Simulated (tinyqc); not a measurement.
Coherent transport through a tight-binding region between two chains, step by step. Computed by tinyqc, a small Python program that keeps every step. Settings: temperature = 77, mu = 0.07. Command: `OMP_NUM_THREADS=1 python tinyqc.py 28162 28163 out.jsonl` (the two numbers bound the seeds that draw the settings). One thread of a shared host (Intel(R) Xeon(R) Processor @ 2.60GHz), about 0.09 s of CPU time with the checks.

## Transmission at E = -0.56 eV

H of the central region (eV):
$$\begin{pmatrix}
0.0000 & -1.2500 \\
-1.2500 & 0.0000
\end{pmatrix}$$

Leads: semi-infinite chains with site energy 0:
```
parameter                           value
lead hopping t (eV)              2.370000
coupling to the left lead (eV)   1.270000
coupling to the right lead (eV)  0.690000
left contact site                       1
right contact site                      2
```

E = -0.5600 eV

Surface Green function g = (E - i sqrt(4 t^2 - E^2)) / (2 t^2); self-energy tc^2 g on each contact site; G = (E - H - Sigma)^(-1); Gamma = -2 Im Sigma; T = Gamma_L Gamma_R |G_LR|^2; local density of states -Im G_ii / pi.

g = -0.0498-0.4190i 1/eV

G (1/eV):
$$\begin{pmatrix}
0.2982-0.2334i & 0.7882-0.2507i \\
0.7882-0.2507i & 0.1669-0.5223i
\end{pmatrix}$$

local density of states (1/eV): [0.0743, 0.1663]

transmission = 0.3689

## Transmission across the band

The same steps on a grid of energies.

T(E):
```
E (eV)            T
-4.503000  3.65e-04
-4.052700    0.0016
-3.602400    0.0042
-3.152100    0.0103
-2.701800    0.0261
-2.251500    0.0747
-1.801200    0.2568
-1.350900    0.6685
-0.900600    0.5181
-0.450300    0.3411
0.000000     0.2959
0.450300     0.3411
0.900600     0.5181
1.350900     0.6685
1.801200     0.2568
2.251500     0.0747
2.701800     0.0261
3.152100     0.0103
3.602400     0.0042
4.052700     0.0016
4.503000   3.65e-04
```

levels of the isolated region (eV): [-1.2500, 1.2500]

## Current

I = (2e/h) int T(E) [f(E - mu - V/2) - f(E - mu + V/2)] dE at 77 K with mu = 0.07 eV, the bias not changing H; 2e^2/h = 77.48092 microsiemens; the integral runs over the band on 4001 points.

Current:
```
V (volt)  I (microampere)
0.0100             0.2301
0.0500             1.1506
0.1000             2.3023
0.2000             4.6127
0.4000             9.2905
0.8000            19.1216
```
